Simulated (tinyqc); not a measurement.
Gap against thickness: thin (001) film in sp3s* tight binding with raised dangling bonds.

Planes alternate anion (a), cation (c) along [001], a/4 apart, starting with an anion; zero in-plane momentum; levels counted from the bulk Ev, the lower root of [[Epa, Vxx], [Vxx, Epc]]; no spin-orbit coupling. Block of s, pz, s*: from an anion to the cation above, Vss/2 (s,s), Vsapc/2 (s,z), -Vscpa/2 (z,s), Vxx/2 (z,z), Vxapc/2 (s*,z), -Vpaxc/2 (z,s*); to the cation below the same with the s-z and s*-z signs reversed. Block of u = (px + py)/sqrt2 and v = (px - py)/sqrt2: to the cation above (Vxx + Vxy)/2 for u and (Vxx - Vxy)/2 for v, to the cation below the reverse. Each surface atom has two dangling sp3 hybrids; raising both by dl adds (dl/2) [[1, t], [t, 1]] to its s, pz levels (t = -1 at the bottom face, +1 at the top) and dl to the one of u, v in whose plane the missing bonds lie (v for a bottom anion or a top cation, u for a top anion).

Inputs chosen for the exercise (near a published set for InAs, fitted to gaps, whose masses and valley positions are rough; the results hold for these values, not for the real material): p = (-9.515, 0.908, -2.728, 3.729, 7.417, 6.72, -5.593, 1.845, 4.486, 3.046, 5.453, 3.374, 3.905) eV (order Esa, Epa, Esc, Epc, Exa, Exc, Vss, Vxx, Vxy, Vsapc, Vscpa, Vxapc, Vpaxc); a = 6.053 angstrom (lattice constant); dp = 30 eV (value of dl for the passivated films); Ns = (8, 9, 14, 20, 28, 30, 46, 64) (numbers of planes).

edges (eV): Gamma 0.42438, Delta 2.29695

Passivated films (finite dp, so levels can still be some meV from their limit), thickness N a/4. Highest level below mid-gap (either block) and the two lowest above it. The exponents are -d ln(shift)/d ln N between the sixth and the last film, for the valence level and for the lowest conduction level.

Levels (eV):
```
N,thickness (angstrom),Ev1,Ec1,Ec2,gap
8,12.11,-0.2622,0.8671,2.0452,1.1292
9,13.62,-0.2650,0.7547,1.9212,1.0197
20,30.27,-0.0638,0.5932,1.1526,0.6570
28,42.37,-0.0357,0.5401,0.9282,0.5758
30,45.40,-0.0315,0.5313,0.8898,0.5628
46,69.61,-0.0145,0.4887,0.7014,0.5032
64,96.85,-0.0078,0.4668,0.6041,0.4746
```

Give the missing row, N = 14, thickness (angstrom) = 21.19.

Computed row:
```
N   thickness (angstrom)      Ev1     Ec1     Ec2     gap
14                 21.19  -0.1144  0.6726  1.4613  0.7870
```

exponents: valence 1.84, conduction 1.22

The gap is 1.129 eV at 12.1 angstrom and 0.475 eV at 96.8, against 0.424 eV in the bulk along this line. At 20 planes the conduction side gives 169 meV of the widening and the valence side 64 meV. A hard-walled parabolic band has exponent 2; departures come from the offset between N a/4 and the effective width, from non-parabolicity and from the termination (odd and even N end differently: in the direction of the bond rows at the two faces and, in a compound, in the kind of atom), which also makes single steps in N uneven. Ec1 is the Gamma subband.

Computed by tinyqc, a small Python program: `OMP_NUM_THREADS=1 python tinyqc.py 1450175 1450176 out.jsonl` (the numbers bound the seed that draws the inputs); one thread of a shared host (Intel(R) Xeon(R) Processor @ 2.30GHz), about 0.3 s for the whole set of steps.
